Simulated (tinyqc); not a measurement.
LDA (VWN5) atom on a uniform radial grid, spin-unpolarised, for Be(2+), step by step. Computed by tinyqc, a small Python program that keeps every step. Settings: Z = 4, points = 128, R = 7.6, functional = lda,vwn, mixing = 0.2, iteration cap = 54. Command: `OMP_NUM_THREADS=1 python tinyqc.py 31965 31966 out.jsonl` (the two numbers bound the seeds that draw the settings). One thread of a shared host (Intel(R) Xeon(R) Processor @ 2.60GHz), about 0.1 s of CPU time with the checks.

Spherical atom on a uniform radial grid r_j = j h with h = R/(N + 1), h sum u^2 = 1 and integrals as h times sums, u(0) = u(R) = 0 (atomic units):
```
parameter           value
Z                       4
points N              128
R                7.600000
h                0.058915
mixing           0.200000
electrons in 1s         2
```

Three-point differences turn -u''/2 + [l(l+1)/2r^2 - Z/r + V] u = e u into a tridiagonal matrix (diagonal 1/h^2 + potential, off-diagonal -1/2h^2). D = sum f u^2; the Hartree potential y/r solves y'' = -D/r with y(0) = 0, y(R) = N_e; v_xc comes from rho = D/(4 pi r^2); E = sum f e - int D V + int D (V_H/2 + eps_xc); V(new) = V + mixing (V_H + v_xc - V).

Stop when input and output potentials agree to 1e-7.

Course of the cycle (hartree):
```
iteration             E      e(1s)  largest |V(out) - V(in)|
1          -13.09193918  -7.891911                  4.80e+00
2          -13.14692128  -7.201113                  3.74e+00
3          -13.18231520  -6.662095                  2.90e+00
4          -13.20477566  -6.241180                  2.25e+00
5          -13.21885188  -5.912247                  1.75e+00
6          -13.22757982  -5.655016                  1.36e+00
7          -13.23294311  -5.453728                  1.05e+00
8          -13.23621438  -5.296122                  8.13e-01
9          -13.23819755  -5.172650                  6.29e-01
10         -13.23939394  -5.075870                  4.89e-01
11         -13.24011289  -4.999973                  3.80e-01
...                 ...        ...                       ...
44         -13.24118084  -4.721685                  1.36e-04
45         -13.24118084  -4.721661                  1.08e-04
46         -13.24118084  -4.721641                  8.59e-05
47         -13.24118084  -4.721626                  6.83e-05
48         -13.24118084  -4.721614                  5.43e-05
49         -13.24118084  -4.721604                  4.32e-05
50         -13.24118084  -4.721596                  3.43e-05
51         -13.24118084  -4.721590                  2.73e-05
52         -13.24118084  -4.721585                  2.17e-05
53         -13.24118084  -4.721581                  1.73e-05
54         -13.24118084  -4.721578                  1.37e-05
```

Can the last value be used, and what does the course show?

Not by the stop rule, although the second column moves by less than 1e-07 over the last three steps; and the uniform grid itself carries an error of order h^2 at the cusp, far above the threshold. Not converged within 54 iterations: the residual falls steadily but slowly, by a factor of about 0.79 a step. Reruns (cap 100 unless said): mixing 0.3: converged in 48; mixing 0.6: converged in 20; the original settings with a cap of 400: converged in 76. Even converged, this uniform grid resolves the cusp poorly and misses the energy of the atom.
